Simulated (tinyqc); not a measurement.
# Input admittance of a MOSFET at zero drain bias: distributed channel and distributed gate: effects of single changes

Source and drain grounded, strong inversion, w = 2 pi f, Cox = eps0 eox/tox. The channel is an RC line of resistance 1/(mu Cox Vo) per square fed from both ends, so one finger has the intrinsic admittance y = i w Cox L tanh(g)/g per width, g = (1/2) sqrt(i w tau), tau = L^2/(mu Vo). The vertical resistance rv/L is in series with y, the overlaps 2 i w Cov in parallel: y_t = 1/(1/y + rv/L) + 2 i w Cov. The gate strip is a line of Rsh/L per length loaded by y_t, so a finger has Y = y_t Wf tanh(k)/k, k = (Wf/sd) sqrt(y_t Rsh/L); the device has Nf Y.

Inputs (values chosen for the exercise); values of the order met in silicon radio-frequency transistors:

| symbol | value | unit | meaning |
|---|---|---|---|
| eox | 3.9 |  | relative permittivity of the gate insulator (close to silicon dioxide) |
| tox | 3.9 | nm | insulator thickness |
| L | 0.45 | um | channel length |
| Wf | 6.8 | um | finger width |
| Nf | 1 |  | number of fingers |
| mu | 220 | cm^2/(V s) | channel mobility |
| Vo | 0.21 | V | gate overdrive |
| Rsh | 9.3 | ohm/square | sheet resistance of the gate |
| rv | 3.6 | ohm um^2 | vertical resistivity of the gate stack |
| sd | 1 |  | number of ends at which a finger is contacted |
| Cov | 0.21 | fF/um | overlap and fringe capacitance on each side |
| f | 4.9 | GHz | frequency |

Constants: eps0 = 8.8541878128e-14 F/cm where lengths are in cm. Results are converted to the units shown.

Each table varies one quantity; the others keep the values above.

## Input impedance against frequency

Low-frequency limits, with c = Cox L and ct = c + 2 Cov: R_strip = Rsh Wf/(3 sd^2 L Nf), R_ch = (c/ct)^2 L/(12 mu Cox Vo Wf Nf), R_vert = (c/ct)^2 rv/(L Wf Nf), C = ct Wf Nf. Z = 1/(Nf Y) = R + 1/(i w C), Q = |Im Z|/R, far-point signal |1/cosh k|.

The same in every row: low-frequency R (ohm) = 158.1.

Input impedance against frequency:
```
f (GHz),w tau,|k|,R (ohm),C (fF),Q,signal at the far point
0.05,0.01377,0.03636,158.1,29.95,672.1,1.000
0.1,0.02754,0.05143,158.1,29.95,336.0,1.000
0.4,0.1102,0.1028,158.1,29.95,84.01,0.9999
1,0.2754,0.1626,158.1,29.95,33.61,0.9997
3,0.8262,0.2812,158.1,29.91,11.22,0.9970
7,1.928,0.4265,157.7,29.72,4.849,0.9845
20,5.508,0.6836,155.2,28.25,1.815,0.9085
50,13.77,0.9097,143.6,22.68,0.9773,0.7798
100,27.54,1.064,120.1,15.76,0.8403,0.7041
```

R falls from 158 to 120 ohm and C falls from 29.9 to 15.8 fF. Q goes as f^(-1.00) between the first two rows and f^(-0.22) between the last two, where w tau = 27.5 and |k| = 1.06. The low-frequency limits hold both R and C within 5 % up to f = 7 GHz among the rows.

## Effect of the channel length

Same model as above.

Results:
```
L (um),w tau,|k|,R (ohm),low-frequency R (ohm),C (fF),Q,signal at the far point
0.03,0.005998,0.5501,706.2,706.7,4.653,9.884,0.9924
0.058,0.02242,0.4616,371.4,371.5,6.342,13.79,0.9961
0.22,0.3225,0.3774,142.0,142.0,16.09,14.21,0.9967
0.42,1.176,0.3600,152.6,152.8,28.06,7.583,0.9929
0.8,4.265,0.3387,238.3,240.5,49.52,2.753,0.9817
1.6,17.06,0.2561,412.9,465.6,72.05,1.092,0.9784
3,59.98,0.1773,464.1,878.2,66.15,1.058,0.9893
```

Estimate the missing row, L = 0.11 um.

Computed row:
```
L (um),w tau,|k|,R (ohm),low-frequency R (ohm),C (fF),Q,signal at the far point
0.11,0.08063,0.4096,210.0,210.1,9.473,16.33,0.9972
```

With this row back in the table: As L goes from 0.03 to 3, R goes from 706 through a minimum of 142 (at L = 0.22 among the rows listed) to 464 ohm, C goes from 4.65 through a maximum of 72.0 (at L = 1.6 among the rows listed) to 66.2 fF and Q goes from 9.88 through a maximum of 16.3 (at L = 0.11 among the rows listed) to 1.06. R_strip falls as 1/L while R_ch grows with L, which gives the minimum of R.

Computed by the program tinyqc: `OMP_NUM_THREADS=1 python tinyqc.py 2262049 2262050 out.jsonl`, one thread of a shared Intel Xeon 2.30GHz, about 0.01 s for the whole run.
